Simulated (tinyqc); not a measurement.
Surface potential of a MOS transistor: implicit equation and explicit approximations: two steps of the calculation.

p-type body, charge-sheet picture, depletion and inversion only, full ionisation (an idealisation for deep acceptors), Boltzmann statistics (rough once Na exp(x - xn) passes about Nc/7). In units of Vt: xg = (Vg - Vfb)/Vt, x = psi/Vt, G = gamma/sqrt(Vt), xn = (2 phiF + Vc)/Vt. The implicit equation is (xg - x)^2 = G^2 [x - 1 + exp(x - xn)] for x above about 3. Cox = eps0 eox/tox.

Question 1. Explicit approximation. Depletion value a = 1 + [sqrt(G^2/4 + xg - 1) - G/2]^2; inversion value b = xn + ln[(xg - xn)^2/G^2 - xn + 1] and first guess y = min(a, b) - ln(1 + exp(-|a - b|)) if a > xn + 1, else b = y = a; one second-order correction with D = exp(y - xn), p = 2 (xg - y) + G^2 (1 + D), w = (xg - y)^2 - G^2 (y - 1 + D): z = y + 2 w/(p + sqrt(p^2 - 2 (2 - G^2 D) w)), or the Newton step z = y + w/p where the root is not real.

G = 20.126750
xn = 67.155104
xg = 240.98716

Give: a; b; y; p; w; z.

Answer 1.

a = 71.72
b = 69.29
y = 69.20
p = 3893
w = -1263
z = 68.82

The root of the implicit equation is x = 68.8295; y misses it by 0.37 and z by -0.0093, in units of Vt.

Question 2. New x. D = exp(x - xn), f = (xg - x)^2 - G^2 (x - 1 + D), f' = -2 (xg - x) - G^2 (1 + D), x(new) = x - f/f'.

x after iteration 1 = 68.878631
G = 20.126750
xn = 67.155104
xg = 240.98716

Give: D; f; f'; x after iteration 2.

Answer 2.

D = 5.6043
f = -145.55
f' = -3019.5
x after iteration 2 = 68.830

Computed by the program tinyqc: `OMP_NUM_THREADS=1 python tinyqc.py 2122146 2122147 out.jsonl`, one thread of a shared Intel Xeon 2.30GHz, about 0.01 s for the whole run.
